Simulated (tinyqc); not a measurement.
Sampled drift against the exact one: kinetic Monte Carlo and master equation for a particle on a ring of sites with traps and bias. Computed by tinyqc, a small Python program. Command: `OMP_NUM_THREADS=1 python tinyqc.py 3001589 3001590 out.jsonl kmc walk`. One thread of a shared host (Intel(R) Xeon(R) Processor @ 2.30GHz), about 0.08 s of CPU time with the checks.

6 sites on a ring, numbered 1 to 6. The saddle between i and i+1 lies at E0 + s b_i and site i at s eps_i; a force F tilts the landscape, with the saddle half-way.

Inputs (values chosen for the exercise, for a model defect): reference barrier E0 = 0.73 eV; scale factor s of the disorder = 1; attempt frequency nu = 2.8 THz; temperature T = 610 K; site spacing a = 3.6 angstrom; force F along the ring = 0.0017 eV/angstrom; seed of the random numbers = 861491.

Disorder: both.

site energies eps_i (eV): [-0.063, 0, 0, 0, 0, -0.13]

saddle shifts b_i between sites i and i+1 (eV): [0.059, -0.011, 0.022, 0.039, -0.011, -0.077]

Constants: k_B = 8.617333262e-05 eV/K.

Method:
- Rates: k(i to i+1) = nu exp(-(E0 + s b_i - s eps_i - F a/2)/(k_B T)), k(i to i-1) = nu exp(-(E0 + s b_(i-1) - s eps_i + F a/2)/(k_B T)).
- Share right = k right/(k right + k left); mean stay = 1/(k right + k left).
- Master equation dP/dt = W P, W_(i+1,i) = k right, W_(i-1,i) = k left, columns summing to zero. The steady state is its null vector; drift v = a sum P_i (k right - k left). D = a^2 lambda''(0)/2, where lambda(q) is the leading eigenvalue of W with right hops weighted by exp(q) and left hops by exp(-q).
- The slowest relaxation rate is minus the real part of the next eigenvalue of W. 1 angstrom = 1e-8 cm.
- 400 independent walkers start on sites drawn with weights P_i (k right + k left), the steady shares of hops (random numbers not printed); the estimate is total displacement over total time, with its standard error from the spread between walkers.

occupations P_i: [0.187831, 0.049842, 0.052349, 0.051981, 0.048958, 0.609039]

drift velocity v = 0.00238741 cm/s

Drift from sampling:
```
hops per walker  estimate (cm/s)  standard error (cm/s)  deviation in standard errors
10                     0.0014500             9.2429e-04                       -1.0142
30                     0.0011642             5.2208e-04                       -2.3429
100                    0.0019757             2.8681e-04                       -1.4356
300                    0.0020672             1.5964e-04                       -2.0056
1000                   0.0024420             9.2340e-05                        0.5916
3000                   0.0024055             5.1555e-05                        0.3514
```

The exact drift is 0.002387 cm/s. The standard error falls by a factor 3.11 from 100 to 1000 hops (sqrt10 = 3.16), and in the last row it is 2.2 % of the drift.

Extremes, crossings and ranges named in words are read from the listed rows.
